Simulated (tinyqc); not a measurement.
Changing the backscatter range beta: electron-beam lithography: double-Gaussian proximity function, edge placement and dose correction for parallel lines. Computed by tinyqc, a small Python program. Command: `OMP_NUM_THREADS=1 python tinyqc.py 3111393 3111394 out.jsonl proximity sweep`. One thread of a shared host (Intel(R) Xeon(R) Processor @ 2.30GHz), about 0.01 s of CPU time with the checks.

Lines are infinitely long. Absorbed energy is counted so that the middle of a very large area written at dose 1 receives 1; the resist develops where it exceeds 1/2.

Inputs (values chosen for the exercise, of the order of those for 100 keV electrons in resist on silicon): forward range alpha = 0.022 micrometre; backscatter ratio eta = 0.55.

line widths (micrometre): 12  0.032  13  0.06

gaps between the lines (micrometre): 0.068  0.14  0.16

Method:
- The first line starts at x = 0; each next one starts after the width and the gap.
- f(r) = [exp(-r^2/alpha^2)/alpha^2 + eta exp(-r^2/beta^2)/beta^2]/(pi (1 + eta)). A line from a to b at dose d gives E(x) = d [S(alpha) + eta S(beta)]/(1 + eta), S(s) = [erf((b - x)/s) - erf((a - x)/s)]/2.
- M_ij is the mean of E at the two edges of line i from line j at dose 1.
- Uncorrected edge energies are M 1. Solve M d = 1/2 for the doses d that put the mean edge energy of every line at the threshold.

One run for each value:

| backscatter range beta (micrometre) | largest over smallest dose |
|---|---|
| 3.6 | 1.6469 |
| 6.6 | 1.6527 |
| 12.0 | 1.4380 |
| 22.0 | 1.1159 |
| 39.0 | 1.0228 |
| 71.0 | 1.0379 |
| 130.0 | 1.0407 |
| 230.0 | 1.0412 |

Describe the trends.

Over the rows, largest over smallest dose lies between 1.02 and 1.65 without a single trend.

Extremes, crossings and ranges named in words are read from the listed rows.
